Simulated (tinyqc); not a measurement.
Sub-threshold conduction and electro-thermal threshold of an amorphous chalcogenide: the S-shaped curve.

Trap-limited conduction: I = I0 exp(-Ea/kB T) sinh(q V dz/(2 ua kB T)), I0 = 2 q A Nt dz/ta. One lumped temperature T = T0 + Rt I V. The threshold is the largest V for which a steady state exists on the low-current branch.

For each T, V solves Rt I(V, T) V = T - T0.

Values chosen for this exercise; values of the order of Ge-Sb-Te and related chalcogenides: ambient temperature T0 = 300 K; cross-section A = 2600 nm^2; amorphous thickness ua = 38 nm; distance between traps dz = 4.6 nm; activation energy Ea = 0.32 eV; trap density Nt = 1.4e19 cm^-3; attempt time ta = 1e-14 s; thermal resistance Rt = 2.5 K/uW.

Constants: q = 1.602176634e-19 C, kB = 1.380649e-23 J/K. Results are converted to the units shown.

Result of one run:

| V (V) | I (uA) | V/I (kohm) |
|---|---|---|
| 2.193 | 39.03 | 56.19 |

Which cell temperature T gave this result: 303, 307, 317, 351 or 514 K?

T = 514 K.

The whole series:

| T (K) | V (V) | I (uA) | V/I (kohm) |
|---|---|---|---|
| 303 | 1.725 | 0.6957 | 2479 |
| 307 | 1.986 | 1.410 | 1409 |
| 317 | 2.228 | 3.053 | 729.8 |
| 334 | 2.365 | 5.751 | 411.2 |
| 351 | 2.409 | 8.467 | 284.6 |
| 367 | 2.419 | 11.08 | 218.3 |
| 401 | 2.393 | 16.88 | 141.8 |
| 447 | 2.320 | 25.34 | 91.57 |
| 514 | 2.193 | 39.03 | 56.19 |
| 601 | 2.032 | 59.25 | 34.29 |
| 735 | 1.826 | 95.27 | 19.17 |

V goes from 1.72 through a maximum of 2.42 (at T = 367 K among the rows listed) to 1.83 V, while I rises from 0.696 to 95.3 uA. The exact threshold is 2.419 V at 366.8 K; beyond it V falls as I rises, a negative differential resistance that a voltage source cannot hold. For T = 514, 601, 735 the layer would crystallise if held at such a temperature.

Range of the model: Purely electronic switching mechanisms, filaments and series resistance are left out.

Numbers from tinyqc (`OMP_NUM_THREADS=1 python tinyqc.py 2490110 2490111 out.jsonl`; about 0.01 s on one thread of a shared Intel Xeon 2.30GHz).
